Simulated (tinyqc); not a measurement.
# Coupling and lever arm from microwave spectroscopy

Problem. A charge qubit absorbs at h f = sqrt(ep^2 + 4 tc^2), ep = al (V - V0). Find al, V0 and tc.

Constants: q = 1.602176634e-19 C, h = 6.62607015e-34 J s. Results are converted to the units shown.

gate voltage (mV): 0.518  0.538  0.554
resonance frequency Om/h (GHz): 2.4740934  2.2146247  3.5623933

Answer. (h f)^2 is a parabola in V: its curvature gives al, its vertex V0 and 4 tc^2.

al = 0.5100 eV/V
V0 = 0.5300 mV
tc = 4.100 ueV

Program tinyqc, `OMP_NUM_THREADS=1 python tinyqc.py 2470021 2470022 out.jsonl`; Intel Xeon 2.30GHz, shared host, one thread, about 0.01 s.
